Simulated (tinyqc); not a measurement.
Read current of a NAND string, cells in series solved by shooting: read current against the number of cells.

Cells in series, numbered from 0 at the source line (0 V) to the bit line, each followed by a gap resistance Rg. A cell with gate Vg, threshold VT, source Vs and drain Vd passes I = 2 nf K Vt^2 [F(Vs) - F(Vd)]/(1 + th max(Vg - VT, 0)), F(V) = ln^2(1 + exp((Vg - VT - nf V)/(2 nf Vt))). The selected cell has Vg = Vr, the others Vg = Vp.

For a trial current I start at 0 V and, cell by cell, solve for the drain: sqrt(F(Vd)) = sqrt(F(Vs) - I/k), k = 2 nf K Vt^2/(1 + th max(Vg - VT, 0)), Vd = [Vg - VT - 2 nf Vt ln(exp(sqrt F) - 1)]/nf, then add I Rg. The string current is the I for which the last node reaches Vbl. The apparent threshold is the Vr at which I = Is. Background: all other cells erased (VT = Ve) or all in the highest state (VT = Vh); ratio and shift are high over erased and high minus erased. The selected cell is in the middle, cell n/2.

Values chosen for this exercise; values of the order met in vertical NAND strings: temperature T = 358 K; gain factor of a cell K = 13 uA/V^2; slope factor nf = 1.5; mobility reduction factor th = 0.14 1/V; resistance of the gap between cells Rg = 5 kohm; bit-line voltage Vbl = 0.4 V; pass voltage Vp = 6.2 V; threshold of an erased cell Ve = -1.7 V; threshold of the highest state Vh = 3.5 V; threshold of the selected cell Vx = 1.9 V; sensing current Is = 20 nA; read voltage on the selected word line Vr = 2.84 V.

Constants: q = 1.602176634e-19 C, kB = 1.380649e-23 J/K, Vt = kB T/q. Results are converted to the units shown.

Read current against the number of cells:

| n | I, others erased (uA) | I, others high (uA) | ratio | apparent VT, erased (V) | apparent VT, high (V) | background shift (mV) |
|---|---|---|---|---|---|---|
| 8 | 1.218 | 0.8215 | 0.6745 | 1.911 | 1.913 | 2.275 |
| 16 | 0.7445 | 0.4554 | 0.6117 | 1.914 | 1.918 | 4.559 |
| 32 | 0.4179 | 0.2404 | 0.5752 | 1.920 | 1.929 | 9.152 |
| 64 | 0.2224 | 0.1235 | 0.5556 | 1.932 | 1.951 | 18.44 |
| 96 | 0.1515 | 0.08313 | 0.5488 | 1.945 | 1.973 | 27.88 |
| 128 | 0.1149 | 0.06264 | 0.5454 | 1.957 | 1.995 | 37.46 |
| 192 | 0.07741 | 0.04196 | 0.5420 | 1.982 | 2.039 | 57.18 |

What does the comparison show?

With erased neighbours the current falls from 1.22 to 0.0774 uA, as n^(-0.71) between the first two rows and n^(-0.97) between the last two (-1 once the series resistance rules). The ratio falls from 0.674 to 0.542 and the background shift rises from 2.28 to 57.2 mV.

Program tinyqc, `OMP_NUM_THREADS=1 python tinyqc.py 2142025 2142026 out.jsonl`; Intel Xeon 2.30GHz, shared host, one thread, about 0.8 s.
